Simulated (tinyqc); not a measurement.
Inside a calculation. Method: LCCD on RHF in the 6-31g basis, for H3+, spin multiplicity 1. One step of it, computed by the program tinyqc.

Question. Iteration 6 (converged): orbitals. Diagonalise F' = X^T F X, C = X C', fill 1 alpha and 1 beta electrons from the bottom; D = 2 C_occ C_occ^T. Each column has its largest component positive (the first on a tie).

converged F (hartree), lower triangle:
```
           1H 1s      1H 2s      2H 1s      2H 2s      3H 1s      3H 2s
1H 1s  -0.287435
1H 2s  -0.647884  -0.666577
2H 1s  -0.365815  -0.488303  -0.287517
2H 2s  -0.488266  -0.606635  -0.647990  -0.666690
3H 1s  -0.314508  -0.448570  -0.314750  -0.448727  -0.271664
3H 2s  -0.456075  -0.580751  -0.456268  -0.580881  -0.626526  -0.644765
```

X:
```
               1          2          3          4          5         6
1H 1s   0.715668   0.425169   0.776998  -0.633980  -0.345790  0.185629
1H 2s  -1.487415  -0.803820  -0.533604  -0.305113  -0.172723  0.271908
2H 1s  -0.717533   0.421907   0.776927   0.635533  -0.343234  0.185666
2H 2s   1.491157  -0.797643  -0.533624   0.305739  -0.171370  0.271943
3H 1s   0.001801  -0.846428   0.787959  -0.001576   0.693074  0.177487
3H 2s  -0.003844   1.619696  -0.522171  -0.000806   0.372255  0.264526
```

Give: F' = X^T F X; orbital energies; coefficients C; D after iteration 6.

Answer.

F' = X^T F X (hartree), lower triangle:
```
         1        2        3        4        5        6
1   0.4958
2   0.0000   0.5022
3   0.0000  -0.0041   0.6186
4  -0.3578   0.0000   0.0000  -0.0719
5   0.0000  -0.3225   0.0057   0.0000  -0.1457
6   0.0000  -0.0039  -0.1517   0.0000   0.0062  -0.9601
```

orbital energies (hartree): MO1 -0.9746, MO2 -0.2788, MO3 -0.2448, MO4 0.6287, MO5 0.6397, MO6 0.6687

coefficients C:
```
          MO1      MO2      MO3      MO4      MO5      MO6
1H 1s  0.2616  -0.1585  -0.2595   0.9162  -0.0642   0.9210
1H 2s  0.2204  -0.4629  -0.9218  -0.8591  -0.1792  -1.2072
2H 1s  0.2616  -0.1573   0.2601   0.9152  -0.0678  -0.9218
2H 2s  0.2204  -0.4594   0.9239  -0.8579  -0.1744   1.2090
3H 1s  0.2451   0.3164  -0.0006  -0.0567  -1.2984   0.0027
3H 2s  0.2130   0.9656  -0.0024   0.4258   1.3948  -0.0032
```

D after iteration 6, lower triangle:
```
        1H 1s   1H 2s   2H 1s   2H 2s   3H 1s   3H 2s
1H 1s  0.1368
1H 2s  0.1153  0.0971
2H 1s  0.1369  0.1153  0.1369
2H 2s  0.1153  0.0972  0.1153  0.0972
3H 1s  0.1282  0.1080  0.1282  0.1080  0.1201
3H 2s  0.1114  0.0939  0.1115  0.0939  0.1044  0.0908
```
